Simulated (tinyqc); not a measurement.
Surface potential of a MOS transistor: implicit equation and explicit approximations: accuracy of the approximations against gate voltage.

p-type body, charge-sheet picture, depletion and inversion only, full ionisation (an idealisation for deep acceptors), Boltzmann statistics (rough once Na exp(x - xn) passes about Nc/7). In units of Vt: xg = (Vg - Vfb)/Vt, x = psi/Vt, G = gamma/sqrt(Vt), xn = (2 phiF + Vc)/Vt. The implicit equation is (xg - x)^2 = G^2 [x - 1 + exp(x - xn)] for x above about 3. Cox = eps0 eox/tox.

ni = sqrt(Nc Nv) exp(-Eg/(2 Vt)), Eg in volts; phiF = Vt ln(Na/ni); gamma = sqrt(2 q eps0 eps_r Na)/Cox; VT = Vfb + Vt (xn + G sqrt(xn - 1)). Depletion value a = 1 + [sqrt(G^2/4 + xg - 1) - G/2]^2; inversion value b = xn + ln[(xg - xn)^2/G^2 - xn + 1] and first guess y = min(a, b) - ln(1 + exp(-|a - b|)) if a > xn + 1, else b = y = a; one second-order correction with D = exp(y - xn), p = 2 (xg - y) + G^2 (1 + D), w = (xg - y)^2 - G^2 (y - 1 + D): z = y + 2 w/(p + sqrt(p^2 - 2 (2 - G^2 D) w)), or the Newton step z = y + w/p where the root is not real. N_inv = (Cox Vt G/q) [sqrt(x - 1 + exp(x - xn)) - sqrt(x - 1)] at the root. Lambert form (Cox m Vt/q) W0[(G/(2 m sqrt(xn - 1))) exp((Vg - VT)/(m Vt))], m = 1 + G/(2 sqrt(xn - 1)). Errors under 1e-4 mV, and the linear form below VT, are printed as 0.

Inputs (values chosen for the exercise); band and dielectric values close to those of germanium:
```
symbol,value,unit,meaning
T,300,K,temperature
Eg,0.671,eV,band gap
eps_r,16,,relative permittivity
Nc,1.03e19,cm^-3,conduction-band density of states at T
Nv,6e18,cm^-3,valence-band density of states at T
eox,7.42,,relative permittivity of the gate insulator (close to silicon nitride)
tox,8.2,nm,insulator thickness
Na,1.7e16,cm^-3,acceptor density
Vfb,-0.49,V,flat-band voltage
Vc,0,V,channel-body voltage
```

Constants: q = 1.602176634e-19 C, kB = 1.380649e-23 J/K, Vt = kB T/q, eps0 = 8.8541878128e-14 F/cm where lengths are in cm. Results are converted to the units shown.

Results:
```
Vg (V)	psi (V)	x - xn	error of y (mV)	error of z (mV)	N_inv (cm^-2)	Cox (Vg - VT)/q (cm^-2)	Lambert form (cm^-2)
-0.27	0.1773	-6.823	3.47e-3	0	1.981e7	0	1.202e7
-0.07	0.3546	0.03492	2.29	-2.57e-4	1.255e10	1.750e10	1.280e10
0.33	0.5018	5.728	20.8	6.01	1.213e12	2.018e12	1.353e12
0.53	0.5255	6.643	15.8	-2.10	2.085e12	3.018e12	2.279e12
0.73	0.5421	7.285	12.9	-0.891	2.996e12	4.018e12	3.230e12
0.93	0.5548	7.778	10.9	-0.485	3.928e12	5.018e12	4.193e12
1.13	0.5651	8.177	9.53	-0.299	4.872e12	6.018e12	5.164e12
```

Estimate the missing row, Vg = 0.13 V.

Computed row:
```
Vg (V)	psi (V)	x - xn	error of y (mV)	error of z (mV)	N_inv (cm^-2)	Cox (Vg - VT)/q (cm^-2)	Lambert form (cm^-2)
0.13	0.4613	4.162	27.6	9.20	4.317e11	1.018e12	4.951e11
```

With this row back in the table: psi rises from 0.177 to 0.565 V and ends 8.2 Vt above 2 phiF + Vc. Among the rows the first guess is off by at most 28 mV (at Vg = 0.13 V) and the corrected value by at most 9.2 mV. In the last row the linear form is 24 % above N_inv and the Lambert form 6.0 % above it; in the first row the Lambert form is 39 % below it. For Vg = 0.33, 0.53, 0.73, 0.93, 1.13 the electron quasi-Fermi level lies less than 2 Vt below the band edge at the surface, or above it, where degeneracy and confinement, left out, matter.

Program tinyqc, `OMP_NUM_THREADS=1 python tinyqc.py 2122021 2122022 out.jsonl`; Intel Xeon 2.30GHz, shared host, one thread, about 0.01 s.
